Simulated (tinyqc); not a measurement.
Length of a molecular wire: coherent transport through a tight-binding bridge. Computed by the program tinyqc. T = Gamma_L Gamma_R |G_1n|^2 with the self-energies of semi-infinite chains.

A uniform bridge between two chains:
```
parameter                       value
site energy (eV)             2.160000
hopping in the bridge (eV)   1.130000
lead hopping (eV)            2.960000
couplings (eV)              0.57, 0.9
E (eV)                       0.070000
```

Transmission against length:
```
sites           T    ln T
2      1.5230e-02  -4.185
3      1.2703e-02  -4.366
4      1.4417e-02  -4.239
5      2.3256e-02  -3.761
6      6.7096e-02  -2.702
7      7.4259e-01  -0.298
8      9.8248e-02  -2.320
9      2.7560e-02  -3.591
10     1.5493e-02  -4.167
```

What does the comparison show, and why?

E lies inside the band of the bridge (|E - e|/2h = 0.925 < 1): T does not decay but oscillates with length, between 0.013 and 0.743 here, as levels of the bridge pass E.
